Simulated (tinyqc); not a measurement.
From collector current density J_C back to base-emitter voltage V_BE: minority-electron transport through the base of a bipolar transistor (Moll-Ross and Kroemer integrals). Computed by tinyqc, a small Python program. Command: `OMP_NUM_THREADS=1 python tinyqc.py 3001418 3001419 out.jsonl base inv`. One thread of a shared host (Intel(R) Xeon(R) Processor @ 2.30GHz), about 0.02 s of CPU time with the checks.

Low injection, one dimension, x from the emitter edge (0) to the collector edge (W), s = x/W. Recombination is treated as a small correction (valid for tau_B well below tau_n), computed from the stored charge.

Inputs (values chosen for the exercise, modelled on GaAs):
```
quantity                                     value        unit
intrinsic density n_i at the emitter edge  2.1e+06      1/cm^3
base doping at the emitter edge N_0        2.3e+19      1/cm^3
base width W                                    26          nm
mu_min                                         900  cm^2/(V s)
mu_max                                        7230  cm^2/(V s)
N_ref                                      1.7e+17      1/cm^3
saturation velocity v_s                          1    1e7 cm/s
temperature T                                  300           K
gap narrowing across the base dE_g             130         meV
```

Base doping profile: uniform. Gap grading: linear. Exit of the base: saturation velocity.

Constants: k_B = 8.617333262e-05 eV/K; e = 1.602176634e-19 C.

Method. N(x) = N_0; n_i(x)^2 = n_i^2 exp(s dE_g/k_B T); D(x) = (k_B T/e) mu, mu = mu_min + (mu_max - mu_min)/(1 + (N/N_ref)^0.7). With y(x) = N n_i^2/(D n_i(x)^2): base Gummel number G_B = int_0^W y dx + N(W) n_i^2/(v_s n_i(W)^2); J_C = e n_i^2 exp(e V_BE/k_B T)/G_B; n(x) = (J_C/e)(n_i(x)^2/(N n_i^2)) [int_x^W y dx + the same exit term]; transit time tau_B = (e/J_C) int n dx; trapezoid rule on 401 even points.

Question. A run gave the result below. Find the base-emitter voltage V_BE, known to lie between 0.97 and 1.7 V.

collector current density J_C = 4.395734 A/cm^2

Answer.

Each step takes the trial c = (a f_b - b f_a)/(f_b - f_a), f being the result less the target and a, b, c the logarithms of the listed values; c replaces end b, the old b replaces a if the sign of f changed, and otherwise f_a is halved.

Scan of the range:
```
base-emitter voltage V_BE (V)  collector current density J_C (A/cm^2)
0.97                                                      3.23240e-02
1.07                                                      1.54686e+00
1.17                                                      7.40248e+01
1.28                                                      5.21550e+03
1.41                                                      7.96526e+05
1.55                                                      1.79100e+08
1.70                                                      5.92906e+10
```

False position (Illinois rule, in the logarithm of the input) inside the bracket:
```
step    end a    end b    trial  collector current density J_C (A/cm^2)
1     1.07000  1.17000  1.07376                                 1.78932
2     1.17000  1.07376  1.07709                                 2.03536
3     1.17000  1.07709  1.08277                                 2.53481
4     1.17000  1.08277  1.09090                                 3.47196
5     1.17000  1.09090  1.09825                                 4.61403
6     1.09090  1.09825  1.09684                                 4.36927
7     1.09825  1.09684  1.09700                                 4.39508
8     1.09825  1.09700  1.09700                                 4.39635
9     1.09700  1.09700  1.09700                                 4.39573
10    1.09700  1.09700  1.09700                                 4.39573
11    1.09700  1.09700  1.09700                                 4.39573
12    1.09700  1.09700  1.09700                                 4.39573
```

Collector current density J_C rises at every point of a 13-point scan of the range (every second point is shown), so one value fits; it is bracketed by 1.07 and 1.17. Answer: base-emitter voltage V_BE = 1.097 V.

Caution: the mean velocity exceeds v_s, so drift-diffusion with a low-field mobility overstates the speed. Caution: the base is only a few mean free paths wide, so transport is partly ballistic.
